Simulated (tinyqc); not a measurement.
Electron mobility in a silicon inversion layer, empirical terms and Matthiessen rule: one step of the calculation.

Inversion layer of sheet density Ns on a uniformly doped body, under a high-permittivity gate with an interlayer. The mobility terms are empirical power laws with prefactors chosen for the exercise; adding their inverses (Matthiessen) is itself an approximation.

Task. Inversion density for the measured current. I = (W/L) q Ns mu Vd. E = q (Ndep + eta Ns)/(eps0 eps_r) in MV/cm. With t = T/(300 K): muC = Ac (Ns/1e12 cm^-2) t/(Nb/1e17 cm^-3 + Nit/1e11 cm^-2), muP = Ap E^(-1/3) t^(-1.75), muS = As E^(-gs), muR = Ar exp(2 ti/lr)/t; 1/mu is the sum of the inverses. Ns(new) = I/((W/L) q mu Vd).

Inputs (values chosen for the exercise); material values close to those of silicon: temperature T = 400 K; relative permittivity of the semiconductor eps_r = 11.5; body doping Nb = 5.9e16 cm^-3; weight of the inversion charge in the effective field eta = 0.5; phonon-limited mobility at 1 MV/cm and 300 K Ap = 389 cm^2/(V s); roughness-limited mobility at 1 MV/cm As = 769 cm^2/(V s); exponent of the roughness term gs = 2; Coulomb prefactor Ac = 1900 cm^2/(V s); charge at the interface Nit = 2.1e10 cm^-2; remote-phonon mobility without interlayer Ar = 320 cm^2/(V s); interlayer thickness ti = 1.1 nm; decay length of remote phonons lr = 0.6 nm; ratio W/L WL = 1; drain voltage Vd = 0.05 V; measured linear current I = 3.16 uA.

Constants: q = 1.602176634e-19 C, eps0 = 8.8541878128e-14 F/cm where lengths are in cm. Results are converted to the units shown.

Ns at the start = 8.4e11 cm^-2
Ndep = 8.5613655e11 cm^-2

Give: E; mu; Ns after iteration 1.

Result.

E = 0.20080 MV/cm
mu = 330.54 cm^2/(V s)
Ns after iteration 1 = 1.1934e12 cm^-2

Numbers from tinyqc (`OMP_NUM_THREADS=1 python tinyqc.py 2510022 2510023 out.jsonl`; about 0.01 s on one thread of a shared Intel Xeon 2.30GHz).
